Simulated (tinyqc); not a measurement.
Reflectance across the plasma edge: free-carrier optics of a doped semiconductor (Drude model with one polar phonon).

eps(E) = ei [1 - Ep^2/(E^2 + i E Gam)] + (es - ei) wT^2/(wT^2 - E^2 - i E gT), with Ep^2 = 8 pi c (e^2/(4 pi eps0)) N/(m ei), c = hbar^2/2m0, N in 1/angstrom^3 (1e-24 per 1/cm^3); Gam = hbar/tau, tau = mu m m0/e with m0/e = 5.685630e-12 kg/C and mu in m^2/(V s). Energies in meV.

n + i k = sqrt(eps1 + i eps2) with k >= 0; R = ((n - 1)^2 + k^2)/((n + 1)^2 + k^2) at normal incidence from vacuum; alpha = 2 E k/(hbar c), times 1e8 for 1/cm; loss function Im(-1/eps) = eps2/(eps1^2 + eps2^2).

Constants: hbar^2/2m0 = 3.80998211 eV angstrom^2; e^2/(4 pi eps0) = 14.39964547 eV angstrom; hbar = 6.58211957e-16 eV s; hbar c = 1973.269805 eV angstrom.

Parameters, chosen for this exercise (mass and dielectric values near those of InAs; N and mu are free inputs; interband absorption and the rise of the mass with filling are left out; the results hold for these values, not for the real material):
```
symbol  value    unit        meaning
N       2.9e+16  1/cm^3      carrier density
m       0.0287   m0          conductivity mass
mu      11000    cm^2/(V s)  mobility
ei      12.01                high-frequency dielectric constant
wT      27       meV         TO phonon
es      14.53                static dielectric constant
gT      0.6      meV         phonon damping
```

Spectrum:
```
E (meV)    eps1    eps2      R  alpha (1/cm)
1.1      -80.52  316.89  0.873      1.59e+03
3.2      -44.25   67.41  0.811      2.56e+03
5.4      -18.07   22.22  0.731      2.64e+03
7.5       -5.25    9.79  0.559      2.17e+03
9.2        0.66    5.69  0.306      1.48e+03
10.8       4.30    3.67  0.197           900
11.8       6.00    2.87  0.207           683
13.5       8.25    1.98  0.242           469
16.2      10.90    1.23  0.288           304
21.5      15.95    0.83  0.360           227
32.3       4.87    0.51  0.143           377
53.9      10.69    0.05  0.283          37.6
```

Ep = 10.8 meV and Gam = 3.7 meV. R is 0.873 at the lowest energy and lowest, 0.143, at 32.3 meV of those listed; without damping and phonon it would vanish at Ep sqrt(ei/(ei - 1)) = 11.2 meV. At the highest energy R is 0.283, against 0.305 for ei alone. Between the last two rows alpha goes as E^-4.50, where the Drude limit far above Ep and Gam is E^-2; Gam and the phonon term both still act in these rows. The phonon adds its own band of high reflectance between wT = 27 meV and about wL = 29.7 meV, which the rows may miss. The lowest R listed is the dip just above wL, not the plasma minimum.

Run: tinyqc, `OMP_NUM_THREADS=1 python tinyqc.py 1652256 1652257 out.jsonl`; Intel(R) Xeon(R) Processor @ 2.30GHz, one thread, shared host; about 0.01 s of CPU time with all checks.
